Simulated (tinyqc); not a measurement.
Worked calculation: Jacobi rotations on a symmetric matrix. Computed by tinyqc, a small Python program that keeps every step. Settings: method = jacobi. Command: `OMP_NUM_THREADS=1 python tinyqc.py 26753 26754 out.jsonl` (the two numbers bound the seeds that draw the settings). One thread of a shared host (Intel(R) Xeon(R) Processor @ 2.60GHz), about 0.01 s of CPU time with the checks.

## Jacobi rotation 1

A, lower triangle:
```
          1        2        3
1   0.41300
2  -0.96500  4.60000
3  -0.05300  0.20500  4.73900
```

Take the largest off-diagonal element A_pq; tan 2 theta = 2 A_pq / (A_qq - A_pp) with |theta| <= pi/4; A' = J^T A J with J_pp = J_qq = cos, J_pq = sin, J_qp = -sin.

p, q, theta (rad): 1.00000  2.00000  -0.21596

A', lower triangle:
```
          1        2        3
1   0.20130
2   0.00000  4.81170
3  -0.00784  0.21160  4.73900
```

## Jacobi rotation 2

As before.

p, q, theta (rad): 2.00000  3.00000  -0.70033

A', lower triangle:
```
          1        2        3
1   0.20130
2  -0.00505  4.99005
3  -0.00599  0.00000  4.56066
```

## Jacobi rotation 3

As before.

p, q, theta (rad): 1.00000  3.00000  -0.00138

A', lower triangle:
```
          1        2        3
1   0.20129
2  -0.00505  4.99005
3   0.00000  0.00001  4.56067
```

## All rotations

The off-diagonal norm falls at every rotation.

Rotations:
```
step  p  q      theta  off-diagonal norm
1     1  2   -0.21596           2.99e-01
2     2  3   -0.70033           1.11e-02
3     1  3   -0.00138           7.15e-03
4     1  2   -0.00106           9.83e-06
5     2  3  -1.62e-05           1.04e-08
6     1  3   1.68e-09           1.68e-13
```

eigenvalues: 0.20128  4.56067  4.99005
